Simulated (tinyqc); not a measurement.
# Ellipsometry and reflectance of a transparent film on an absorbing substrate: effect of the index of the transparent film

Air (index 1), film, substrate with N2 = n2 - i k2; time factor exp(+i w t). q_j = sqrt(N_j^2 - sin^2 th), root with positive real part. Fresnel coefficients r_s = (q_a - q_b)/(q_a + q_b), r_p = (N_b^2 q_a - N_a^2 q_b)/(N_b^2 q_a + N_a^2 q_b). tan(Psi) exp(i Delta) = R_p/R_s, Delta taken from 0 to 360 degrees.

beta = 2 pi d q1/lam, X = exp(-2 i beta), R = (r01 + r12 X)/(1 + r01 r12 X) for p and s. dDelta/dd is the derivative of Delta; period lam/(2 q1).

Inputs (values chosen for the exercise); indices close to those of silicon nitride on silicon:
```
symbol  value     unit                                  meaning
lam       405       nm                               wavelength
th         60  degrees                       angle of incidence
d         4.9       nm                           film thickness
n2       5.42                            index of the substrate
k2      0.329           extinction coefficient of the substrate
```

Effect of the index of the transparent film:
```
n1	Psi (degrees)	Delta (degrees)	|R_p|^2	|R_s|^2	dDelta/dd (degrees/nm)	period (nm)
1.25	29.474	172.73	0.21954	0.68730	-1.0364	224.65
1.45	29.494	170.54	0.21957	0.68628	-1.4805	174.12
1.65	29.482	169.22	0.21899	0.68515	-1.7511	144.18
1.85	29.443	168.43	0.21791	0.68392	-1.9173	123.87
2.05	29.385	167.98	0.21646	0.68261	-2.0148	108.98
2.25	29.312	167.79	0.21473	0.68122	-2.0632	97.513
2.45	29.227	167.77	0.21280	0.67980	-2.0736	88.357
2.65	29.134	167.91	0.21074	0.67836	-2.0526	80.855
```

Psi goes from 29.47 through a maximum of 29.49 (at n1 = 1.45 among the rows listed) to 29.13 degrees and |R_p|^2 falls from 0.220 to 0.211. The slope of Delta is largest in size, 2.07 degrees/nm, at n1 = 2.45 among the rows.

tinyqc, about 0.01 s, one thread, Intel Xeon 2.30GHz (shared host): `OMP_NUM_THREADS=1 python tinyqc.py 2870129 2870130 out.jsonl`
